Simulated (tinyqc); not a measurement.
UHF in the sto-6g basis, for H3, spin multiplicity 2, step by step. One step of it, computed by the program tinyqc.

Task: Iteration 8 (converged): orbitals. Diagonalise F' = X^T F X, C = X C', fill 2 alpha and 1 beta electrons from the bottom; D(s) = C_occ C_occ^T. Each column has its largest component positive (the first on a tie).

converged F(alpha) (hartree), lower triangle:
```
           1H 1s      2H 1s      3H 1s
1H 1s  -0.144195
2H 1s  -0.378775  -0.439995
3H 1s  -0.378775  -0.073204  -0.439995
```

converged F(beta) (hartree), lower triangle:
```
           1H 1s      2H 1s     3H 1s
1H 1s  -0.386639
2H 1s  -0.341947   0.075771
3H 1s  -0.341947  -0.135264  0.075771
```

X, lower triangle:
```
           1H 1s     2H 1s     3H 1s
1H 1s   1.151680
2H 1s  -0.241775  1.073443
3H 1s  -0.241775  0.036632  1.073443
```

Give: F' = X^T F X; orbital energies; coefficients C; F' = X^T F X; orbital energies; coefficients C; D(alpha) after iteration 8; D(beta) after iteration 8.

Result:

F' = X^T F X (alpha) (hartree), lower triangle:
```
         1        2        3
1   0.1706
2  -0.3506  -0.3185
3  -0.3506   0.0758  -0.3185
```

orbital energies (alpha) (hartree): MO1 -0.5732, MO2 -0.3943, MO3 0.5012

coefficients C (alpha):
```
          MO1      MO2      MO3
1H 1s  0.3543   0.0000   1.1479
2H 1s  0.5190   0.7331  -0.6366
3H 1s  0.5190  -0.7331  -0.6366
```

F' = X^T F X (beta) (hartree), lower triangle:
```
         1       2       3
1  -0.1389
2  -0.3535  0.2377
3  -0.3535  0.0109  0.2377
```

orbital energies (beta) (hartree): MO1 -0.4813, MO2 0.2269, MO3 0.5910

coefficients C (beta):
```
          MO1      MO2      MO3
1H 1s  0.7570   0.0000   0.9329
2H 1s  0.2441   0.7331  -0.7842
3H 1s  0.2441  -0.7331  -0.7842
```

D(alpha) after iteration 8, lower triangle:
```
        1H 1s    2H 1s   3H 1s
1H 1s  0.1256
2H 1s  0.1839   0.8068
3H 1s  0.1839  -0.2681  0.8068
```

D(beta) after iteration 8, lower triangle:
```
        1H 1s   2H 1s   3H 1s
1H 1s  0.5730
2H 1s  0.1848  0.0596
3H 1s  0.1848  0.0596  0.0596
```
